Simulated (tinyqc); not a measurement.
Frequency dispersion of an accumulation capacitance by border traps, distributed model: two steps of the calculation.

Traps spread evenly through the insulator exchange electrons with the semiconductor by tunnelling, with tau(x) = t0 exp(2 ka x) at depth x from the interface. The admittance per area Y seen at depth x obeys dY/dx = -Y^2/(i w eps0 eox) + q Nb ln(1 + i w tau)/tau, with Y(0) = i w Cs and w = 2 pi f; the gate sees Y(tox) = G + i w C. Working variable y = Y/(i w), in uF/cm^2. Cox = eps0 eox/tox.

Values chosen for this exercise; permittivity close to that of zirconium oxide:
```
symbol,value,unit,meaning
eox,21.3,,relative permittivity of the insulator
tox,4.1,nm,insulator thickness
Cs,2.5,uF/cm^2,semiconductor capacitance in accumulation
Nb,3.8e18,cm^-3 eV^-1,density of border traps
ka,6.5,1/nm,decay constant of the wave function in the insulator
t0,5e-10,s,time constant of a trap at the interface
f,100,Hz,frequency
xe,1.5,nm,depth down to which the steps are taken
```

Constants: q = 1.602176634e-19 C, eps0 = 8.8541878128e-14 F/cm where lengths are in cm. Results are converted to the units shown.

Problem 1. Scales and lumped estimate. Cox; trap-free value 1/(1/Cox + 1/Cs); response depth d = ln(1/(w t0))/(2 ka), where w tau = 1; lumped estimate: all traps within d act as C_bt = q Nb d placed at d/2, so C = 1/{1/[1/(1/Cs + d/(2 eps0 eox)) + C_bt] + (tox - d/2)/(eps0 eox)}.

Give: Cox; trap-free C; d; C_bt; lumped C.

Solution 1.

Cox = 4.5999 uF/cm^2
trap-free C = 1.6197 uF/cm^2
d = 1.1518 nm
C_bt = 0.070125 uF/cm^2
lumped C = 1.6535 uF/cm^2

The traps within reach amount to 0.0280 Cs and lie in the first 28.1 % of the insulator.

Problem 2. Midpoint steps through the active depth. In terms of y: dy/dx = -y^2/(eps0 eox) + s(x), s = q Nb ln(1 + z)/z, z = i w tau. 11 midpoint steps of h = xe/11: y_half = y + (h/2) y'(x, y), y(new) = y + h y'(x + h/2, y_half).

Give: x; s; y.

Solution 2.

```
point  x (nm)  s (uF/(cm^2 nm))   y (uF/cm^2)
0           0  0.06088+0.00000i  2.500+0.000i
1      0.1364  0.06088+0.00000i  2.464+0.000i
2      0.2727  0.06088+0.00000i  2.429+0.000i
3      0.4091  0.06088+0.00000i  2.395+0.000i
4      0.5455  0.06088-0.00001i  2.362+0.000i
5      0.6818  0.06088-0.00007i  2.331+0.000i
6      0.8182  0.06088-0.00040i  2.300+0.000i
7      0.9545  0.06076-0.00234i  2.271+0.000i
8       1.091  0.05716-0.01255i  2.242-0.001i
9       1.227  0.02766-0.02389i  2.213-0.004i
10      1.364  0.00584-0.01068i  2.180-0.006i
11      1.500  0.00103-0.00298i  2.146-0.007i
```

Program tinyqc, `OMP_NUM_THREADS=1 python tinyqc.py 2202178 2202179 out.jsonl`; Intel Xeon 2.30GHz, shared host, one thread, about 0.3 s.
